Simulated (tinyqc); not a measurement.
Changing the lattice temperature T: two-valley model of the transferred-electron effect. Computed by tinyqc, a small Python program. Command: `OMP_NUM_THREADS=1 python tinyqc.py 3013211 3013212 out.jsonl gunn sweep`. One thread of a shared host (Intel(R) Xeon(R) Processor @ 2.30GHz), about 0.02 s of CPU time with the checks.

Both kinds of valley share one electron temperature T_e, and each has a constant mobility.

Inputs (values chosen for the exercise, modelled on In0.53Ga0.47As):
```
quantity                       value        unit
central-valley mass m1         0.041         m_0
satellite-valley mass m2        0.26         m_0
satellite valleys Z                4           -
valley separation dE            0.56          eV
central-valley mobility mu1    10000  cm^2/(V s)
satellite-valley mobility mu2    220  cm^2/(V s)
energy relaxation time tau_E     1.2          ps
```

Solver: bisection.

Constants: k_B = 8.617333262e-05 eV/K.

Method. Density-of-states ratio R = Z (m2/m1)^(3/2); n2/n1 = R exp(-dE/(k_B T_e)); mean mobility mu = (mu1 + mu2 n2/n1)/(1 + n2/n1); energy balance e mu F^2 = (3/2) k_B (T_e - T)/tau_E; v = mu F. Using T_e as the parameter, F(T_e) = sqrt(3 k_B (T_e - T)/(2 e mu tau_E)) and v = mu F; find the first maximum and the next minimum of v, and the most negative dv/dF between them.

One run for each value; columns: (1) lattice temperature T (K); (2) peak velocity (1e7 cm/s); (3) threshold field (kV/cm); (4) peak-to-valley ratio; (5) most negative differential mobility (cm^2/(V s)):
```
(1)     (2)     (3)     (4)      (5)
77   3.0807  3.8210  1.5508  -1585.6
110  3.0341  3.7993  1.5331  -1529.0
140  2.9914  3.7807  1.5169  -1477.1
200  2.9056  3.7475  1.4840  -1372.6
270  2.8045  3.7165  1.4449  -1249.9
370  2.6590  3.6913  1.3876  -1074.3
510  2.4549  3.7100  1.3059   -832.3
700  2.1846  3.9030  1.1960   -526.5
```

Describe and explain the trends.

Over the rows, peak velocity (1e7 cm/s) falls from 3.08 to 2.18 (exponent d ln y / d ln x -0.043 between the first rows and -0.37 between the last); threshold field (kV/cm) goes from 3.82 through a minimum among these rows, 3.69 at 370, to 3.90; peak-to-valley ratio falls from 1.55 to 1.20 (exponent d ln y / d ln x -0.032 between the first rows and -0.28 between the last). The mobilities are held fixed, so T acts only through T_e - T in the energy balance: a hotter lattice reaches the transfer temperature with less power, and v^2 = (3/2) mu k_B (T_e - T)/(e tau_E) is lower there.

Extremes, crossings and ranges named in words are read from the listed rows.
